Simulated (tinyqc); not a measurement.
Capacitance measurement on a leaky thin oxide: effects of series resistance and leakage: one step of the calculation.

The device is a capacitance C in parallel with a leakage conductance G, in series with Rs and Ls. An impedance meter reports either a parallel pair (Cp, Gp) from Y = 1/Z = Gp + i w Cp or a series pair (Cs, Rm) from Z = Rm + 1/(i w Cs); w = 2 pi f, dissipation D = Gp/(w |Cp|).

Task. What the meter reports. Z = Rs + i w Ls + 1/(G + i w C).

Inputs (values chosen for the exercise); values of the order met in thin-oxide MOS capacitors:
- Rs = 16 ohm (series resistance)
- Ls = 0 nH (series inductance)
- f = 50000 Hz (measuring frequency)

C = 166.29693 pF
G = 2966.6667 uS

Give: Z; Cp; Gp; Cs; D.

Result.

Z = 353.0-5.9i ohm
Cp = 151.6 pF
Gp = 2832 uS
Cs = 5.364e5 pF
D = 59.48

Cp is 8.9 % below C and Cs is 3230 times it; G Rs = 0.0475, w C Rs = 8.36e-4 and G/(w C) = 56.8.

Program tinyqc, `OMP_NUM_THREADS=1 python tinyqc.py 2022096 2022097 out.jsonl`; Intel Xeon 2.30GHz, shared host, one thread, about 0.01 s.
